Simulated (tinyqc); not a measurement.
From one set of inputs to another, one input at a time: valley-orbit splitting of a donor ground state, with strain. Computed by tinyqc, a small Python program. Command: `OMP_NUM_THREADS=1 python tinyqc.py 3025965 3025966 out.jsonl valleyorbit ladder`. One thread of a shared host (Intel(R) Xeon(R) Processor @ 2.30GHz), about 0.02 s of CPU time with the checks.

The basis is the 1s envelope in each valley; energies are counted from the unstrained conduction-band edge. The strain is e_s (a a^T - 1/3) for the unit stress axis a, so valley j along n_j moves by Xi_u e_s w_j with w_j = (n_j.a)^2 - 1/3: -1/3 for x and y, +2/3 for z.

The inputs printed are set A. Inputs not listed in the table keep their values of set A, so the rows need not describe a real material.

Inputs (values chosen for the exercise, modelled on donors in silicon): single-valley binding energy E_0 = 31.9 meV; central-cell shift Lambda = 2.6 meV; coupling Delta_1 = 2.33 meV; coupling Delta_2 = 1.94 meV; shear deformation potential Xi_u = 8.83 eV; shear strain e_s = 0.002; temperature T = 20 K; donor density N_D = 1.2e+16 cm^-3; density-of-states mass of one valley m_e = 0.328 m_0.

Valleys: six along <100>. Stress axis: [001].

Constants: k_B = 8.617333262e-05 eV/K; m_0 = 9.1093837015e-31 kg; k_B = 1.380649e-23 J/K; h = 6.62607015e-34 J s.

Method:
- H_jj = -(E_0 + Lambda) + Xi_u e_s w_j; H_jk = -Delta_2 between opposite valleys and -Delta_1 between perpendicular ones.
- Diagonalise H; the ground vector has positive components. The density at the nucleus, and so the contact hyperfine coupling, scales as (sum_j c_j)^2/(number of valleys), which is 1 without strain; the envelopes are held fixed.
- z = sum over levels of exp(-(E - E_ground)/k_B T), the ground-state share being 1/z; N_c = 2 (2 pi m_e k_B T/h^2)^(3/2) sum_j exp(-(shift_j - lowest shift)/k_B T); n1 = N_c/(2 z) exp(-binding/k_B T), binding = lowest shift - E_ground; without compensation n = 2 N_D/(1 + sqrt(1 + 4 N_D/n1)) (Boltzmann statistics; p and higher states left out).

Each row keeps all changes above it:
```
input moved                                from        to  hyperfine ratio A/A_0  free electrons n (cm^-3)  share of neutral donors in the ground state
set A                                         -         -                0.88321                1.7301e+11                                      0.99351
donor density N_D (cm^-3)               1.2e+16     1e+16                0.88321                1.5794e+11                                      0.99351
coupling Delta_2 (meV)                     1.94       3.1                0.88321                1.1301e+11                                      0.99714
central-cell shift Lambda (meV)             2.6      3.54                0.88321                8.6039e+10                                      0.99714
shear deformation potential Xi_u (eV)      8.83      9.12                0.87960                8.7026e+10                                      0.99707
coupling Delta_1 (meV)                     2.33      4.65                0.94612                8.1910e+09                                      0.99999
shear strain e_s                          0.002  -3.4e-05                0.99997                3.1229e+09                                      1.00000
single-valley binding energy E_0 (meV)     31.9      37.5                0.99997                6.1516e+08                                      1.00000
```

Hyperfine ratio A/A_0 goes from 0.883 to 1.000, a factor 1.13 in all. The largest single move comes from coupling Delta_1 (a factor 1.08). Free electrons n goes from 1.73e11 to 6.15e8, a factor 0.00356 in all. The largest single move comes from coupling Delta_1 (a factor 0.0941). Share of neutral donors in the ground state goes from 0.994 to 1.000, a factor 1.007 in all. The largest single move comes from coupling Delta_2 (a factor 1.004). The single moves hold for this order of the switches; the total does not depend on the order.

Extremes, crossings and ranges named in words are read from the listed rows.
